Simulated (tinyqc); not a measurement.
Worked calculation: six-band hole subbands of a thin body in a field. Values are carried at full precision from step to step, so a last printed digit may differ when a step is redone from the rounded ones.

Constants: hbar^2/2m0 = 3.80998211 eV angstrom^2.

Values chosen for the exercise (near those of a p-type Si channel; not measured data):
- S = (7.81, -2.13, 12.61) 1/TPa (compliances s11, s12, s44)
- sx = 1 GPa (stress along the channel [1-10], negative in compression)
- b = -2.13 eV (tetragonal potential)
- d = -4.72 eV (trigonal potential)
- g1 = 4.29 (Luttinger gamma1)
- g2 = 0.34 (gamma2)
- g3 = 1.45 (gamma3)
- face = 001 (surface)
- Dso = 0.044 eV (spin-orbit splitting)
- t = 70 angstrom (body thickness)
- F = 0.5 MV/cm (field across the body)
- kmax = 0.1 1/angstrom (end of the path)

## Strain and its block

exx = eyy = (s11 + s12) sx/2, ezz = s12 sx, exy = -s44 sx/4 (1 GPa/TPa = 1e-3). With e0 the traceless part, B_XX = 2b e0xx - b (e0yy + e0zz) and B_XY = sqrt(3) d exy.

strain, rows x, y, z and columns alike:
```
[[0.002840, -0.003152, 0],
 [-0.003152, 0.002840, 0],
 [0, 0, -0.002130]]
```

B (eV), rows X, Y, Z and columns alike:
```
[[-0.01059, 0.02577, 0],
 [0.02577, -0.01059, 0],
 [0, 0, 0.02117]]
```

## Confinement masses without spin-orbit coupling

C(n n^T)/c has C_XX = (g1 + 4 g2) nx^2 + (g1 - 2 g2)(ny^2 + nz^2) and C_XY = 6 g3 nx ny, n the unit normal; its eigenvalues are the inverse masses along n.

C(n n^T)/c, rows X, Y, Z and columns alike:
```
[[3.6100, 0, 0],
 [0, 3.6100, 0],
 [0, 0, 5.6500]]
```

masses (m0): [0.2770, 0.2770, 0.1770]

## The matrix for one sine at q = 0

Basis X, Y, Z times spin, hole energies counted downwards from the unstrained edge (the hydrostatic shift is left out), c = hbar^2/2m0. For a symmetric tensor T let C(T) have C_XX = L Txx + M (Tyy + Tzz), C_XY = N Txy (cyclic), L = c (g1 + 4 g2), M = c (g1 - 2 g2), N = 6 c g3. k = q + kz n, n the unit normal, q = k1 u + k2 v with u along the channel [1-10] and v = n x u. H = C(k k^T) + (Dso/3)(1 - L.sigma) - B + e F z with (L_k)_ij = -i epsilon_kij; B is the block C built from the traceless strain with 2b, -b and sqrt(3) d in place of L, M, N. Strain: exx = eyy = (s11 + s12) sx/2, ezz = s12 sx, exy = -s44 sx/4. Hard walls at z = 0 and t; basis sin(j pi z/t), j = 1 to Nz: kz^2 = (j pi/t)^2, kz = -i D with D_jl = 4 j l/(t (j^2 - l^2)), z_jj = t/2 and z_jl = -8 t j l/(pi (j^2 - l^2))^2 for j + l odd; 1 MV/cm = 0.01 eV/angstrom.

Nz = 1, in meV.

H (meV), rows X+, Y+, Z+, X-, Y-, Z- and columns alike:
```
[[227.96, -25.77+14.67i, 0, 0, 0, -14.67],
 [-25.77-14.67i, 227.96, 0, 0, 0, 14.67i],
 [0, 0, 211.85, 14.67, -14.67i, 0],
 [0, 0, 14.67, 227.96, -25.77-14.67i, 0],
 [0, 0, 14.67i, -25.77+14.67i, 227.96, 0],
 [-14.67, -14.67i, 0, 0, 0, 211.85]]
```

## Its levels

Diagonalise; the levels come in pairs. Give each pair and its weights on X, Y, Z, summed over spin and averaged over the pair.

levels (meV): [191.35, 212.43, 263.98]

weights, rows X, Y, Z; columns pair 1, pair 2, pair 3:
```
[[0.350, 0.206, 0.444],
 [0.350, 0.206, 0.444],
 [0.301, 0.587, 0.112]]
```

## More sines

The four lowest pairs at q = 0.

Hole energies (meV):
```
Nz  pair 1  pair 2  pair 3  pair 4
1   191.35  212.43  263.98       -
2   159.44  183.82  230.99  313.20
4   155.12  180.93  226.46  285.68
8   155.08  180.90  226.41  285.47
16  155.08  180.90  226.41  285.47
```

One sine is 36.28 meV off in the top subband, since the field mixes the sines. The second pair lies 25.8 meV deeper.

## Dispersion of the top subband

Nz = 14; the two lowest levels (spin-split where the field breaks inversion), in meV from their value at q = 0.

Energies (meV):
```
|q| (1/angstrom)    u a    u b    v a    v b  [100] a  [100] b
0.025              0.34   1.30   6.05  14.40     3.01     8.45
0.050              3.30   4.32  17.95  21.75    12.09    20.55
0.075              8.96   9.46  33.97  34.88    22.19    26.15
0.100             15.71  15.82  56.99  57.52    34.64    36.41
```

From the mean of each pair in the first row, c q^2/E gives 2.92 m0 along u, 0.23 m0 along v and 0.42 m0 along [100]. The largest distance between a and b in the table is 8.46 meV. These masses hold for the first row only: the band bends further out.

## Checks

- Top level at q = 0 on (001) without field and stress against c (g1 - 2 g2)(pi/t)^2, eV: both 0.02770.
- Hermiticity, and E(q) against E(-q): they agree to 1e-10 or better.

Program tinyqc; command `OMP_NUM_THREADS=1 python tinyqc.py 1282610 1282611 out.jsonl`; about 0.4 s on one thread of a shared Intel(R) Xeon(R) Processor @ 2.30GHz.
